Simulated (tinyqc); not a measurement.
Width of the well: finite square well with mass mismatch (envelope functions).

A square well of width L and depth V0, mass mw inside and mb outside, energies from the bottom of the well, c = hbar^2/2m0. k = sqrt(mw E/c), kappa = sqrt(mb (V0 - E)/c). psi and psi'/m are continuous at the walls (BenDaniel-Duke), so level n solves k L + 2 atan[(k/mw)/(kappa/mb)] = n pi.

Constants: hbar^2/2m0 = 3.80998211 eV angstrom^2.

Inputs chosen for the exercise (near those of the light valleys of a Si film in SiO2; the results hold for these values, not for the real material):
```
symbol  value                        unit      meaning
V0      3.275                        eV        barrier height
mw      0.189                        m0        mass in the well
mb      0.483                        m0        mass in the barrier
Ls      (8, 12, 18, 27, 40, 61, 91)  angstrom  widths
```

Levels against L, beside the infinite well E1(hard) = c (pi/L)^2/mw; Pb is the probability of level 1 in the barriers; a dash marks an unbound level.

Levels:
```
L (angstrom)  bound levels  E1 (eV)  E2 (eV)  E1(hard) (eV)     Pb
8                        2   0.8404   3.2627         3.1087  0.116
12                       2   0.5201   2.2013         1.3817  0.058
18                       3   0.3012   1.2517         0.6141  0.026
40                       6   0.0869   0.3503         0.1243  0.004
61                       8   0.0419   0.1681         0.0535  0.001
91                      12   0.0203   0.0814         0.0240  0.000
```

Give the missing row, L (angstrom) = 27.

Computed row:
```
L (angstrom)  bound levels  E1 (eV)  E2 (eV)  E1(hard) (eV)     Pb
27                       4   0.1643   0.6696         0.2729  0.011
```

The infinite well overestimates E1 by a factor 3.70 at 8 angstrom and 1.18 at 91 angstrom. The local exponent d ln E1/d ln L goes from -1.18 (first two rows) to -1.81 (last two), towards the -2 of hard walls, as Pb falls from 0.116 to 0.000. E2 - E1 is largest at 8 angstrom of the widths listed. Non-parabolicity, which grows with the level, already counts at a few tenths of an eV, and levels above about 0.5 eV lie beyond a parabolic band.

tinyqc: `OMP_NUM_THREADS=1 python tinyqc.py 1280020 1280021 out.jsonl`; about 0.01 s, one thread, shared Intel(R) Xeon(R) Processor @ 2.30GHz.
